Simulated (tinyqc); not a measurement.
Capacitances against the distance to each plane.

Endless row of lines of width wl, height tl and space sl between grounded planes at distance hd; e2 fills the gaps beside the lines, e1 the rest. Laplace's equation is solved on meshes of 3, 6 and 12 steps per unit u and extrapolated (Aitken), which is good to about 0.2 %. C_even (all lines at 1 V) is the capacitance Cg to the planes; C_odd (neighbours in antiphase) = Cg + 4 Cc if only nearest neighbours couple, which defines Cc; total with quiet neighbours Cg + 2 Cc. Plate values 2 eps0 e1 wl/hd and eps0 e2 tl/sl.

Parameters, values chosen for the exercise:
- e1 = 4.2 (relative permittivity above and below the lines)
- e2 = 7 (relative permittivity between the lines)
- wl = 6 u (line width, in units u)
- tl = 8 u (line height)
- sl = 4 u (space between lines)

Constants: eps0 = 8.8541878128e-12 F/m. Results are converted to the units shown.

The same in every row: plate Cc (aF/um) = 124.

Result of one run:
```
Cg (aF/um)  Cc (aF/um)  Cg + 2 Cc (aF/um)  C_odd (aF/um)  plate Cg (aF/um)  share of coupling, 2 Cc/(Cg + 2 Cc) (%)
143                137                417            691              89.3                                     65.6
```

Which distance to each plane hd gave this result: 2, 3, 5 or 6 u?

hd = 5 u.

The whole series:
columns A: hd (u); B: Cg (aF/um); C: Cc (aF/um); D: Cg + 2 Cc (aF/um); E: C_odd (aF/um); F: plate Cg (aF/um); G: share of coupling, 2 Cc/(Cg + 2 Cc) (%)
```
A      B    C    D    E     F     G
2    341  116  573  805   223  40.5
3    233  125  484  734   149  51.7
4    178  132  441  705   112  59.7
5    143  137  417  691  89.3  65.6
6    120  141  402  684  74.4  70.1
8   90.8  147  385  678  55.8  76.4
10  73.0  151  375  677  44.6  80.5
```

As hd goes from 2 to 10, Cg falls from 341 to 73.0 aF/um, Cc rises from 116 to 151 aF/um and the share of coupling rises from 40.5 to 80.5 %. Cg is 1.53 times its plate value in the first row and 1.64 times in the last; for Cc the ratios are 0.936 and 1.22. Neighbours in antiphase raise the load by a factor of 1.40 and 1.81 over quiet ones. For hd = 10 the planes are farther than 0.8 of the pitch, so second neighbours couple too and Cg + 2 Cc understates the quiet load by a per cent or more.

Computed by the program tinyqc: `OMP_NUM_THREADS=1 python tinyqc.py 2790120 2790121 out.jsonl`, one thread of a shared Intel Xeon 2.30GHz, about 0.6 s for the whole run.
